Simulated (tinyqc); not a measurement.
Thin-film transistor with exponential tail and deep states, accumulation layer: two steps of the calculation.

An undoped film in accumulation, thicker than the space-charge layer. With band bending psi the Fermi level lies E0 - psi below the band edge. Free electrons n = n0 exp(psi/Vt) carry the current; electrons in two exponential distributions of traps, a = a0 exp(psi/Va) and d = d0 exp(psi/Vp), do not. Linear regime, ohmic contacts, traps in equilibrium.

Inputs (values chosen for the exercise); values close to those of an organic semiconductor:
- T = 250 K (temperature)
- eps_r = 3.2 (relative permittivity of the semiconductor)
- mb = 3.4 cm^2/(V s) (band mobility)
- Tt = 450 K (characteristic temperature of the tail)
- Td = 1120 K (characteristic temperature of the deep states)
- Ci = 35 nF/cm^2 (gate capacitance)
- WL = 10 (ratio W/L)
- Vd = 0.2 V (drain voltage)
- Vg = 6 V (gate voltage above flat band)

Constants: q = 1.602176634e-19 C, kB = 1.380649e-23 J/K, Vt = kB T/q, eps0 = 8.8541878128e-14 F/cm where lengths are in cm. Results are converted to the units shown.

Question 1. Surface potential by Newton steps. Va = kB Tt/q, Vp = kB Td/q. G(psi) = sum over the three kinds of c0 [V (exp(psi/V) - 1) - psi], field F = sqrt(2 q G/(eps0 eps_r)); Vg = psi + eps0 eps_r F/Ci at the surface. f = psi + eps0 eps_r F/Ci - Vg, f' = 1 + q rho/(Ci F) with rho = sum c0 (exp(psi/V) - 1); psi(new) = psi - f/f'.

psi after iteration 1 = 0.67781688 V
n0 = 1.5321621e8 cm^-3
a0 = 5.2480502e13 cm^-3
d0 = 5.2934143e14 cm^-3

Wanted: F; f; f'; psi after iteration 2.

Answer 1.

F = 1.619e4 kV/cm
f = 125.7 V
f' = 2579
psi after iteration 2 = 0.6291 V

The value that enters this step is an overshoot, farther from the solution than the start was, so its intermediate quantities are not physical.

Question 2. Free and total charge, current. Total charge Q = Ci (Vg - psi_s); free charge Qf = q times the integral of n0 (exp(psi/Vt) - 1)/F over psi from 0 to psi_s; I = (W/L) mb Qf Vd; effective mobility mb Qf/Q.

psi_s = 0.472157924 V
n0 = 1.53216215e8 cm^-3
a0 = 5.24805017e13 cm^-3
d0 = 5.29341433e14 cm^-3

Find: surface densities; Q; Qf; effective mobility; I.

Answer 2.

surface densities (cm^-3): free 5.0535e17, tail 1.0184e19, deep 7.0527e16
Q = 193.47 nC/cm^2
Qf = 3.5335 nC/cm^2
effective mobility = 0.062096 cm^2/(V s)
I = 24.028 nA

Computed by the program tinyqc: `OMP_NUM_THREADS=1 python tinyqc.py 2610147 2610148 out.jsonl`, one thread of a shared Intel Xeon 2.30GHz, about 0.03 s for the whole run.
